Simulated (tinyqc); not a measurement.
Power law or saturation: oxide trap near a transistor channel: two-state multiphonon kinetics, telegraph noise and bias instability. Computed by tinyqc, a small Python program. Command: `OMP_NUM_THREADS=1 python tinyqc.py 3011314 3011315 out.jsonl oxidetrap walk`. One thread of a shared host (Intel(R) Xeon(R) Processor @ 2.30GHz), about 0.01 s of CPU time with the checks.

An n-channel device under positive gate bias. The trap is empty (state 1) or holds an electron (state 2); both states are parabolas of equal curvature, and the electron reservoir is taken at the Fermi level of the channel.

Inputs (values chosen for the exercise, with an insulator like Si3N4 on silicon):
```
quantity                           value  unit
attempt rate k_0 at the interface  2e+11   1/s
temperature T                        300     K
mean capture barrier mu_c            1.1    eV
spread of the barriers s_c           0.3    eV
saturation shift dV_max               72    mV
```

Parts treated: one trap and an ensemble.

Constants: k_B = 8.617333262e-05 eV/K.

Method. For a normal spread of capture barriers (given for the stress field, with depth and field not resolved, k_0 being taken as the effective rate of the ensemble), traps with barrier below k_B T ln(k_0 t) are filled: dV(t) = (dV_max/2) erfc((mu_c - k_B T ln(k_0 t))/(sqrt(2) s_c)); local exponent n = d ln dV/d ln t (central difference, factor 1.01 in t). The extrapolation continues the power law fitted through 10 s and 1000 s.

Against stress time:
```
t (s)     shift (mV)  local exponent  power law (mV)  shift at T + 50 K (mV)
1.00e-03       1.563         0.20600           2.321                   2.915
1.00e-01       3.767         0.17611           4.290                   7.194
1.00e+01       7.929         0.14726           7.929                  14.859
1.00e+03      14.655         0.11978          14.655                  25.984
1.00e+05      23.962         0.09409          27.087                  39.064
1.00e+07      34.985         0.07071          50.066                  51.524
3.00e+08      43.322         0.05527          78.809                  58.973
```

The exponent falls from 0.206 to 0.055 as the front climbs the distribution, so the power law overstates the shift at 3e8 s (about ten years) by a factor 1.82. Heating by 50 K raises the shift at 1000 s by a factor 1.77: time and temperature enter only through T ln(k_0 t).
